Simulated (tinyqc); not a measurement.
Worked calculation: lattice vibrations of a chain. One step of it, computed by the program tinyqc.

Problem. Frequencies. omega^2 are the eigenvalues; wavenumber = 521.4708 sqrt(eigenvalue) 1/cm.

D(q) (eV/(angstrom^2 u)):
$$\begin{pmatrix}
0.505435 & 0.251642+0.116136i \\
0.251642-0.116136i & 1.888325
\end{pmatrix}$$

Give: eigenvalues; wavenumbers; weights |e|^2 of the mass-weighted modes.

Solution.

eigenvalues: [0.4520, 1.9418]

wavenumbers (1/cm): [350.6, 726.7]

weights |e|^2 of the mass-weighted modes, order atom 1, atom 2:
$$\begin{pmatrix}
0.9641 & 0.0359 \\
0.0359 & 0.9641
\end{pmatrix}$$
